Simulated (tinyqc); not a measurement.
# Floating body of a partially depleted SOI transistor: body voltage and kink: two studies

Source at 0 V. Channel current Ic = 2 nf K Vt^2 [F(0) - F(Vd)](1 + la Vd), F(V) = ln^2(1 + exp((Vg - VT - nf V)/(2 nf Vt))), VT = VT0 - gb Vb. Saturation voltage Vs = 2 Vt sqrt(F(0)) + 3 Vt, excess Ve = (Vd - Vs + sqrt((Vd - Vs)^2 + 0.0004 V^2))/2, multiplication M1 = Ai Ve exp(-Bl/Ve). Each junction passes D(v) = J1 (exp(v/Vt) - 1) + J2 (exp(v/(2 Vt)) - 1). Bipolar current Ib = bb J1 (exp(Vb/Vt) - 1). The body settles where M1 (Ic + Ib) = D(Vb) + D(Vb - Vd) + Vb/Rb; drain current Id = (1 + M1)(Ic + Ib) - D(Vb - Vd).

Values chosen for this exercise; values of the order met in partially depleted silicon-on-insulator transistors: temperature T = 330 K; threshold at zero body voltage VT0 = 0.52 V; fall of the threshold per volt of body voltage gb = 0.3; slope factor nf = 1.38; gain factor per width K = 300 uA/(V^2 um); channel-length modulation factor la = 0.07 1/V; impact-ionisation prefactor Ai = 3.61 1/V; impact-ionisation voltage Bl = 7 V; diffusion saturation current of each junction J1 = 5.1e-12 uA/um; recombination saturation current of each junction J2 = 2.3e-7 uA/um; gain of the lateral bipolar transistor on the diffusion current bb = 3; resistance of a weak body tie to the source (1e9 stands for no tie, and the term is then dropped) Rb = 1e9 kohm um; gate voltage Vg = 0.98 V; drain voltage Vd = 1.6 V.

Constants: q = 1.602176634e-19 C, kB = 1.380649e-23 J/K, Vt = kB T/q. Results are converted to the units shown.

Each table varies one quantity; the others keep the values above.

## Output curve and kink

Rows with more than one solution for Vb (latch) are left out; dId/dVd by a forward difference over 1e-4 V, swing = 1e-4 V over the change of log10 Id; M1 under 1e-12 is printed as 0.

Output curve and kink:
```
Vd (V)  Vb (V)        M1  Id, floating (uA/um)  Id, grounded (uA/um)  ratio  dId/dVd, floating (uS/um)  dId/dVd, grounded (uS/um)
1       0.3280  2.027e-6                 36.27                 24.63  1.472                      51.29                      1.618
1.16    0.4956  3.651e-5                 43.55                 24.90  1.749                      38.70                      1.686
1.32    0.5983  3.191e-4                 48.60                 25.18  1.930                      25.47                      1.951
1.48    0.6592  0.001619                 52.16                 25.54  2.042                      20.41                      2.572
1.64    0.7005  0.005535                 55.49                 26.03  2.132                      22.19                      3.657
1.8     0.7315   0.01438                 59.62                 26.74  2.230                      30.69                      5.238
```

Vb rises from 0.328 to 0.731 V and the ratio of the currents rises from 1.47 to 2.23. The output conductance with a floating body exceeds the grounded value by the largest factor among the rows, 31.7, at Vd = 1 V, where Vb = 0.328 V and M1 = 2.03e-6.

## Transfer curve and swing

Same model as above.

Transfer curve and swing:
columns A: Vg (V); B: Vb (V); C: M1; D: Id, floating (uA/um); E: Id, grounded (uA/um); F: ratio; G: swing, floating (mV/decade); H: swing, grounded (mV/decade)
```
A          B         C         D         E      F      G      H
0.07  0.1013   0.05376  1.796e-5  8.419e-6  2.134  65.37  93.05
0.17  0.3127   0.05339  0.001105  1.040e-4  10.62  53.41  91.09
0.27  0.5231   0.05084   0.05716  0.001289  44.35  68.81  92.24
0.37  0.6262   0.04361    0.7792   0.01491  52.26  117.5  96.81
0.47  0.6694   0.03372     3.525    0.1408  25.04  200.6  111.1
0.57  0.6890   0.02447     8.869    0.8749  10.14  309.5  147.4
0.67  0.6976   0.01703     16.64     3.232  5.148  430.1  214.3
0.77  0.6999   0.01139     26.64     7.942  3.355  553.4  306.8
0.87  0.6978  0.007284     38.80     15.15  2.562  675.9  413.5
```

Vb goes from 0.101 through a maximum of 0.700 (at Vg = 0.77 V among the rows listed) to 0.698 V. The smallest swing among the rows is 53.4 mV a decade with a floating body (at Vg = 0.17 V) and 91.1 with a grounded one; Vt ln 10 = 65.5. The floating swing is smaller by more than 3 % for Vg = 0.07, 0.17, 0.27 V, where the rising Vb lowers the threshold as Vg rises. In the first row the floating body raises the current by a factor of 2.13.

Range of the model: The multiplication law is an empirical form chosen for the exercise; self-heating and capacitive coupling to the body are left out, and the linear laws are rough once Vb passes about 0.7 V or M1 about 0.1.

tinyqc, about 0.2 s, one thread, Intel Xeon 2.30GHz (shared host): `OMP_NUM_THREADS=1 python tinyqc.py 2182214 2182215 out.jsonl`
